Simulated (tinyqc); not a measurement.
Temperature series and Richardson plot: current of a Schottky diode by thermionic-emission-diffusion theory, and its read-back from I-V-T and C-V data. Computed by tinyqc, a small Python program. Command: `OMP_NUM_THREADS=1 python tinyqc.py 3017237 3017238 out.jsonl schottky walk`. One thread of a shared host (Intel(R) Xeon(R) Processor @ 2.30GHz), about 0.01 s of CPU time with the checks.

Full ionisation, no tunnelling, no recombination current. V is the voltage across the junction itself, forward positive.

Inputs (values chosen for the exercise, modelled on n-type silicon): Richardson constant A* = 109 A/(cm^2 K^2); effective density of states at 300 K, N_c = 2.9e+19 1/cm^3; permittivity eps = 11.7; mobility mu = 1400 cm^2/(V s); barrier without image force phi_0 (mean) = 0.662 eV; doping N = 2.9e+16 1/cm^3; junction voltage V = 0.2 V; standard deviation sigma = 84 meV; relative change of sigma^2 with bias, rho = 0.66 1/V.

Barrier: Gaussian spread of heights.

Constants: k_B = 8.617333262e-05 eV/K; e = 1.602176634e-19 C; eps_0 = 8.8541878128e-12 F/m.

Method:
- N_c(T) = N_c (T/300 K)^(3/2); V_bi = phi_0 - (k_B T/e) ln(N_c(T)/N); surface field F = sqrt(2 e N (V_bi - V - k_B T/e)/(eps eps_0)); image lowering d_phi = sqrt(e F/(4 pi eps eps_0)); effective barrier phi = phi_0 - d_phi - sigma^2 (1 - rho V)/(2 k_B T).
- Collection velocity v_R = A* T^2/(e N_c(T)); diffusion velocity v_D = mu F; J = e N_c(T) v_R/(1 + v_R/v_D) exp(-phi/k_B T) [exp(e V/k_B T) - 1].
- Ideality n = (e/k_B T)/(d ln J/dV) by a central difference of +/- 1 mV; J_0 = J exp(-e V/(n k_B T)); apparent barrier phi_IV = k_B T ln(A* T^2/J_0); a C-V plot gives phi_CV = phi_0, the mean without lowering.
- A least-squares line of ln(J_0/T^2) against 1/(k_B T) gives a barrier (minus the slope) and a Richardson constant (exp of the intercept).

At the same junction voltage:
```
T (K)  1/k_B T (1/eV)       n  J_0 (A/cm^2)  phi_IV (eV)  ln(J_0/T^2)
200            58.023  1.1834    7.2747e-05      0.42770      -20.125
250            46.418  1.1496    2.3713e-03      0.46918      -17.087
300            38.682  1.1296    4.3763e-02      0.49708      -14.537
350            33.156  1.1176    4.7570e-01      0.51726      -12.459
400            29.011  1.1115    3.3948e+00      0.53262      -10.761
450            25.788  1.1121    1.7583e+01      0.54456       -9.352
```

barrier from the Richardson plot = 0.33448 eV

Richardson constant from the plot = 0.30989 A/(cm^2 K^2)

What follows from these numbers?

From 200 to 450 K n goes from 1.183 to 1.112 and phi_IV from 0.428 to 0.545 eV. The plot returns 0.334 eV against phi_0 = 0.662 and a constant 0.00284 times the true A*: a spread of barriers lets cold carriers pick the low patches, which bends the plot and lowers both numbers.

Extremes, crossings and ranges named in words are read from the listed rows.
